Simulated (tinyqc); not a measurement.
Raising U: Hubbard chain of 4 sites, mean field against exact. Computed by the program tinyqc. Collinear unrestricted mean field (the lowest of 40 random starts) against exact diagonalisation.

one-body matrix (hopping and site energies) (eV):
```
         1        2        3        4
1   0.0000  -0.7200   0.0000   0.0000
2  -0.7200   0.0000  -0.7200   0.0000
3   0.0000  -0.7200   0.0000  -0.7200
4   0.0000   0.0000  -0.7200   0.0000
```

electrons, up and down: 2  2

Exact and mean-field results (eV):

| U | U/t | E exact | E mean field | mean \|n_up - n_down\| | double occupancy, exact | first gap in the sector |
|---|---|---|---|---|---|---|
| 0.3600 | 0.5000 | -2.878620 | -2.859938 | 0.0000 | 0.2241 | 0.7901 |
| 0.7200 | 1.0000 | -2.574263 | -2.499938 | 0.0000 | 0.1988 | 0.7046 |
| 1.4400 | 2.0000 | -2.070679 | -1.797867 | 0.3935 | 0.1521 | 0.5679 |
| 2.1600 | 3.0000 | -1.690147 | -1.326235 | 0.6966 | 0.1138 | 0.4658 |
| 2.8800 | 4.0000 | -1.406265 | -1.032711 | 0.8199 | 0.0849 | 0.3890 |
| 4.3200 | 6.0000 | -1.030994 | -0.706321 | 0.9177 | 0.0494 | 0.2863 |
| 5.7600 | 8.0000 | -0.804364 | -0.534290 | 0.9534 | 0.0312 | 0.2237 |
| 14.4000 | 20.0000 | -0.337406 | -0.215639 | 0.9925 | 0.0057 | 0.0939 |

Estimate the missing row, U = 8.64.

Computed row:
```
U           U/t    E exact  E mean field  mean |n_up - n_down|  double occupancy, exact  first gap in the sector
8.6400  12.0000  -0.553009     -0.358322                0.9792                   0.0152                   0.1539
```

In absolute terms mean field is worst at U/t = 4.0, 0.374 eV too high: at small U it is nearly exact, and at large U it misses only exchange-scale energies. Its local moments set in at U/t = 2.0 of those listed, a broken symmetry that the exact state of a finite cluster with equal spins does not have. Relative to the exact energy its error is 0.6 % at the smallest U, 36 % at most and 36 % at the largest. The double occupancy falls from 0.224 to 0.006; at the largest U the first gap is 0.65 times the exchange scale 4t^2/U.
